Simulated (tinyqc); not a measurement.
Worked calculation: Pariser-Parr-Pople SCF with singles CI, for the molecule C1=CC=CC=CC=C1 (SMILES; centres numbered as the heavy atoms are written). One step of it, computed by the program tinyqc.

Task: Iteration 1: orbitals and new P. Diagonalise F (the basis is taken as orthonormal) and form P = 2 sum c c over the lowest orbitals; 0.5 of the old P is kept.

F (eV), lower triangle:
```
           1C         2C         3C         4C         5C         6C         7C         8C
1C  -6.553477
2C  -4.861508  -4.637173
3C   0.622250  -4.898188  -6.553477
4C   0.196389  -0.622364  -4.861508  -4.637173
5C  -0.463812   0.215712   0.622250  -4.898188  -6.553477
6C   0.215712   0.463908   0.196389  -0.622364  -4.861508  -4.637173
7C   0.622250   0.196389  -0.463812   0.215712   0.622250  -4.898188  -6.553477
8C  -4.898188  -0.622364   0.215712   0.463908   0.196389  -0.622364  -4.861508  -4.637173
```

pi electrons, sum of z_r less the charge = 8

P at the start, lower triangle:
```
           1C         2C         3C         4C         5C        6C        7C        8C
1C   1.249953
2C   0.598698   0.750047
3C  -0.249953   0.608409   1.249953
4C  -0.098698   0.249953   0.598698   0.750047
5C   0.249953  -0.108409  -0.249953   0.608409   1.249953
6C  -0.108409  -0.249953  -0.098698   0.249953   0.598698  0.750047
7C  -0.249953  -0.098698   0.249953  -0.108409  -0.249953  0.608409  1.249953
8C   0.608409   0.249953  -0.108409  -0.249953  -0.098698  0.249953  0.598698  0.750047
```

Give: orbital energies; P after iteration 1.

Result:

orbital energies (eV): -14.945  -12.805  -12.805  -8.262  -2.928  1.614  1.614  3.754

P after iteration 1, lower triangle:
```
        1C      2C      3C      4C      5C     6C     7C     8C
1C   1.269
2C   0.598   0.731
3C  -0.248   0.608   1.269
4C  -0.098   0.248   0.598   0.731
5C   0.235  -0.108  -0.248   0.608   1.269
6C  -0.108  -0.235  -0.098   0.248   0.598  0.731
7C  -0.248  -0.098   0.235  -0.108  -0.248  0.608  1.269
8C   0.608   0.248  -0.108  -0.235  -0.098  0.248  0.598  0.731
```
